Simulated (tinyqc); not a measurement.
Inside a calculation. Method: LDA (PW92) atom on a uniform radial grid, spin-unpolarised, for Be. Computed by tinyqc, a small Python program that keeps every step. Settings: Z = 4, points = 64, R = 12.6, functional = lda,pw, mixing = 1.0, iteration cap = 89. Command: `OMP_NUM_THREADS=1 python tinyqc.py 26098 26099 out.jsonl` (the two numbers bound the seeds that draw the settings). One thread of a shared host (Intel(R) Xeon(R) Processor @ 2.60GHz), about 0.03 s of CPU time with the checks. Later iterations appear only in the table of the cycle.

## Iteration 1

Spherical atom on a uniform radial grid r_j = j h with h = R/(N + 1), h sum u^2 = 1 and integrals as h times sums, u(0) = u(R) = 0 (atomic units):
```
parameter            value
Z                        4
points N                64
R                12.600000
h                 0.193846
mixing            1.000000
electrons in 1s          2
electrons in 2s          2
```

Three-point differences turn -u''/2 + [l(l+1)/2r^2 - Z/r + V] u = e u into a tridiagonal matrix (diagonal 1/h^2 + potential, off-diagonal -1/2h^2). D = sum f u^2; the Hartree potential y/r solves y'' = -D/r with y(0) = 0, y(R) = N_e; v_xc comes from rho = D/(4 pi r^2); E = sum f e - int D V + int D (V_H/2 + eps_xc); V(new) = V + mixing (V_H + v_xc - V).

eigenvalues (hartree): 1s -7.062790, 2s -1.930015

Every 4th grid point:
```
r              V in     u(1s)      u(2s)         D       V_H       v_xc
0.775385   0.000000  0.635830  -0.445526  1.205546  3.999675  -0.598341
1.550769   0.000000  0.073314  -0.831514  1.393580  2.450158  -0.407808
2.326154   0.000000  0.006340  -0.484022  0.468634  1.707597  -0.228816
3.101538   0.000000  0.000487  -0.203443  0.082779  1.288726  -0.114579
3.876923   0.000000  0.000035  -0.072842  0.010612  1.031677  -0.054268
4.652308   0.000000  2.43e-06  -0.023689  0.001122  0.859784  -0.024624
5.427692   0.000000  1.63e-07  -0.007224  0.000104  0.736961  -0.010757
6.203077   0.000000  1.08e-08  -0.002104  0.000009  0.644841  -0.004547
6.978462   0.000000  6.98e-10  -0.000592  7.00e-07  0.573192  -0.001871
7.753846   0.000000  4.47e-11  -0.000162  5.25e-08  0.515873  -0.000754
8.529231   0.000000         0  -0.000043  3.77e-09  0.468975  -0.000299
9.304615   0.000000         0  -0.000011  2.61e-10  0.429894  -0.000117
10.080000  0.000000         0  -2.96e-06  1.76e-11  0.396825  -0.000045
10.855385  0.000000         0  -7.58e-07         0  0.368481   0.000000
11.630769  0.000000         0  -1.86e-07         0  0.343915   0.000000
12.406154  0.000000         0  -2.41e-08         0  0.322421   0.000000
```

total energy = -11.73873813 hartree

## Iteration 2

As before.

eigenvalues (hartree): 1s -2.332532, 2s -0.029621

Every 4th grid point:
```
r              V in     u(1s)      u(2s)         D       V_H       v_xc
0.775385   3.401334  0.783907  -0.023458  1.230120  3.151123  -0.602107
1.550769   2.042349  0.193482  -0.364496  0.340586  1.926929  -0.265464
2.326154   1.478781  0.040730  -0.497084  0.497504  1.448318  -0.232979
3.101538   1.174147  0.008110  -0.501219  0.502573  1.168502  -0.196529
3.876923   0.977409  0.001574  -0.450678  0.406227  0.975514  -0.161286
4.652308   0.835160  0.000302  -0.384988  0.296432  0.833140  -0.131627
5.427692   0.726204  0.000057  -0.320794  0.205818  0.724253  -0.107672
6.203077   0.640294  0.000011  -0.263556  0.138924  0.638835  -0.088423
6.978462   0.571321  2.07e-06  -0.214156  0.091726  0.570428  -0.072806
7.753846   0.515119  3.93e-07  -0.171875  0.059082  0.514661  -0.059925
8.529231   0.468677  7.45e-08  -0.135560  0.036753  0.468484  -0.049077
9.304615   0.429777  1.41e-08  -0.104032  0.021645  0.429719  -0.039702
10.080000  0.396780  2.68e-09  -0.076204  0.011614  0.396774  -0.031325
10.855385  0.368481  5.08e-10  -0.051093  0.005221  0.368471  -0.023468
11.630769  0.343915  9.48e-11  -0.027806  0.001546  0.343915  -0.015474
12.406154  0.322421  1.03e-11  -0.005512  0.000061  0.322421  -0.005397
```

total energy = -12.55651460 hartree

## Convergence

Stop when input and output potentials agree to 1e-7.

Course of the cycle (hartree):
```
iteration             E      e(1s)      e(2s)  largest |V(out) - V(in)|
1          -11.73873813  -7.062790  -1.930015                  6.06e+00
2          -12.55651460  -2.332532  -0.029621                  1.78e+00
3          -12.66613233  -3.573120  -0.301247                  6.76e-01
4          -12.68104080  -3.079216  -0.165097                  2.39e-01
5          -12.68288061  -3.252817  -0.207893                  8.55e-02
6          -12.68311720  -3.190622  -0.192123                  3.05e-02
7          -12.68314723  -3.212779  -0.197683                  1.09e-02
8          -12.68315106  -3.204866  -0.195690                  3.88e-03
9          -12.68315155  -3.207690  -0.196400                  1.39e-03
10         -12.68315161  -3.206682  -0.196147                  4.95e-04
11         -12.68315162  -3.207042  -0.196237                  1.77e-04
12         -12.68315162  -3.206913  -0.196205                  6.30e-05
13         -12.68315162  -3.206959  -0.196216                  2.25e-05
14         -12.68315162  -3.206943  -0.196212                  8.03e-06
15         -12.68315162  -3.206949  -0.196214                  2.87e-06
16         -12.68315162  -3.206947  -0.196213                  1.02e-06
17         -12.68315162  -3.206947  -0.196213                  3.65e-07
18         -12.68315162  -3.206947  -0.196213                  1.30e-07
19         -12.68315162  -3.206947  -0.196213                  4.65e-08
```

Converged in 19 iterations. A uniform grid resolves the cusp poorly: for a bare nucleus this grid gives 1s at -7.06279 against -Z^2/2 = -8 hartree. Before convergence this energy mixes input and output and is not variational, so it may rise towards its limit.
